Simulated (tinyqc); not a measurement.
# Zener tunnelling in a reverse-biased junction, two-band WKB: effects of single changes

Abrupt p-n junction, depletion approximation. Energies E are counted from the conduction-band edge of the neutral n side; its Fermi level lies at dn, that of the p side at dn - V, and the valence-band edge of the neutral p side at Em = dn + dp - V. Tunnelling needs 0 < E < Em. Two-band dispersion with equal masses m: inside the gap kappa = sqrt(m u (1 - u/Eg)/C), u the distance from a band edge, C = hbar^2/(2 m0).

Inputs (values chosen for the exercise); band and dielectric values close to those of indium arsenide:
- T = 300 K (temperature)
- Eg = 0.345 eV (band gap)
- eps_r = 15.2 (relative permittivity)
- Nc = 8.67e16 cm^-3 (conduction-band density of states at 300 K)
- Nv = 6.73e18 cm^-3 (valence-band density of states at 300 K)
- m = 0.024 m0 (band-edge mass of the two-band model)
- Na = 9.8e18 cm^-3 (acceptor density)
- Nd = 8.7e18 cm^-3 (donor density)
- V = -1 V (bias of the p side)

Constants: q = 1.602176634e-19 C, kB = 1.380649e-23 J/K, hbar = 1.054571817e-34 J s, h = 6.62607015e-34 J s, m0 = 9.1093837015e-31 kg, Vt = kB T/q, eps0 = 8.8541878128e-14 F/cm where lengths are in cm, hbar^2/(2 m0) = 0.0380998212 eV nm^2. Results are converted to the units shown.

Each table varies one quantity; the others keep the values above.

## Exponent along the true band profile

Nd = Nc F12(dn/Vt), Na = Nv F12(dp/Vt), F12(x) = (2/sqrt(pi)) int_0^infinity sqrt(u)/(1 + exp(u - x)) du; dn = EF - Ec on the n side, dp = Ev - EF on the p side (negative outside the bands); Vbi = Eg + dn + dp. W = sqrt(2 eps0 eps_r (Vbi - V)(1/Na + 1/Nd)/q), mean field F = (Vbi - V)/W, peak field 2 F. In a uniform field F the exponent is S = pi sqrt(m/C) Eg^1.5/(4 F). Transverse energy Et = C kt^2/m raises it to S (1 + 4 Et/Eg), so T = exp(-S) exp(-Et/Eb) with Eb = Eg/(4 S). KJ = (2 q^2/h) m/(4 pi C) (times 1e14 for A/cm^2 per eV^2). Along the true parabolic profile the field at the point where the conduction edge stands at e = E + u is sqrt(2 q Nd e/(eps0 eps_r)) for e < a D and sqrt(2 q Na (D - e)/(eps0 eps_r)) above, D = Vbi - V, a = Na/(Na + Nd); S(E) = 2 int_0^Eg kappa(u) du/field.

Exponent along the true band profile:
```
E (eV),S(E),S(E)/S of the mean field
0.102,1.749,1.036
0.288,1.311,0.7769
0.475,1.098,0.6507
0.662,0.9647,0.5716
0.848,0.8819,0.5225
1.035,0.9103,0.5393
1.222,1.035,0.6131
1.408,1.234,0.7313
1.595,1.648,0.9764
```

S(E) goes from 1.75 through a minimum of 0.882 (at E = 0.848 eV among the rows listed) to 1.65. The mean field gives S = 1.69 and the peak field 0.844; the smallest S(E) is 0.52 of the mean-field value, so the mean field understates the best transmission by a factor of 2.24.

## Current against reverse bias

J = KJ exp(-S) Eb times the integral from 0 to Em of [f(E - dn) - f(E - dn + V)] [1 - exp(-min(E, Em - E)/Eb)] dE, f(x) = 1/(1 + exp(x/Vt)), with S and Eb from the mean field; J > 0 flows from p to n.

Current against reverse bias:
```
V (V),mean field (MV/cm),S,J (A/cm^2)
-0.1,0.5597,2.257,-1.121e5
-0.6,0.6711,1.882,-1.525e6
-1.1,0.7665,1.648,-4.136e6
-1.6,0.8513,1.484,-7.947e6
-2.1,0.9284,1.361,-1.293e7
-2.6,0.9995,1.264,-1.905e7
-3.1,1.066,1.185,-2.627e7
-3.6,1.128,1.119,-3.454e7
-4.1,1.188,1.064,-4.384e7
```

|J| grows from 1.12e5 to 4.38e7 A/cm^2, a factor of 391. Of that, exp(-S) gives 3.30 (S falls from 2.26 to 1.06 as the field grows with the square root of Vbi - V); the rest, 119, comes from the wider energy window and from Eb. Where S is below about 4, a WKB prefactor of 1 is a rough guess.

Range of the model: Parabolic densities of states, no band tails and no gap narrowing, all of which matter at such doping.

Computed by the program tinyqc: `OMP_NUM_THREADS=1 python tinyqc.py 2620116 2620117 out.jsonl`, one thread of a shared Intel Xeon 2.30GHz, about 0.01 s for the whole run.
